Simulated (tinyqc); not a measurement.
Worked calculation: WKB tunnelling through a gate dielectric with a two-band (Franz) dispersion. Values are carried at full precision from step to step, so a last printed digit may differ when a step is redone from the rounded ones.

Constants: hbar^2/2m0 = 3.80998211 eV angstrom^2.

Parameters, chosen for this exercise (of the size used for SiO2 on silicon; shifted at random, so the results belong to these values and not to a real crystal):
- phi = 3.22 eV (barrier above the electron energy at the emitter)
- t = 30 angstrom (thickness)
- V = 0.4 V (voltage across the layer)
- Eg = 8.85 eV (gap of the dielectric)
- m = 0.46 m0 (mass at the conduction edge)

## Shape of the barrier

Field V/t (1 V/angstrom = 100 MV/cm), the end of the forbidden region x_e = min(t, phi t/V), and u there.

field = 1.33 MV/cm
x_e = 30.00 angstrom
u(x_e) = 2.820 eV

V < phi: a trapezoid, direct tunnelling through the whole layer.

## Decay constant through the layer

At depth x the conduction edge lies u(x) = phi - V x/t above the electron. Parabolic: kappa = sqrt(m u/c). Franz: kappa = sqrt(m u (1 - u/Eg)/c), which vanishes at both band edges. c = hbar^2/2m0. T = exp(-2 integral of kappa dx) over the region u > 0; no image force, no prefactor, zero transverse momentum. The region ends at x_e = min(t, phi t/V); x_e < t is the Fowler-Nordheim regime.

Nine points x = j x_e/8.

kappa (1/angstrom):
```
x (angstrom)  u (eV)  parabolic   Franz
0.000         3.2200     0.6235  0.4973
3.750         3.1700     0.6187  0.4956
7.500         3.1200     0.6138  0.4939
11.250        3.0700     0.6088  0.4920
15.000        3.0200     0.6038  0.4901
18.750        2.9700     0.5988  0.4881
22.500        2.9200     0.5938  0.4860
26.250        2.8700     0.5887  0.4839
30.000        2.8200     0.5835  0.4816
```

At the emitter the Franz value is 20.2 % below the parabolic one, the factor sqrt(1 - phi/Eg).

## The integrals by Simpson's rule

Weights 1, 4, 2, 4, 2, 4, 2, 4, 1 times a third of the spacing.

integral of kappa dx: parabolic 18.112, Franz 14.697

## The integrals in closed form

Parabolic: (2/3) sqrt(m/c) (t/V) (phi^(3/2) - u_e^(3/2)). Franz: sqrt(m/c) Eg^(3/2) (t/V) (f(phi/Eg) - f(u_e/Eg)) with f(y) = ((2y - 1) sqrt(y (1 - y)) + arcsin(sqrt y))/4. u_e = max(phi - V, 0). T = exp(-2 I).

integral of kappa dx: parabolic 18.1118, Franz 14.6968

T: parabolic 1.85e-16, Franz 1.72e-13

The two-band dispersion raises T by a factor 925.

## Checks

- Franz integral in closed form against adaptive quadrature: both 14.6968.

Program tinyqc; command `OMP_NUM_THREADS=1 python tinyqc.py 1452666 1452667 out.jsonl`; about 0.01 s on one thread of a shared Intel(R) Xeon(R) Processor @ 2.30GHz.
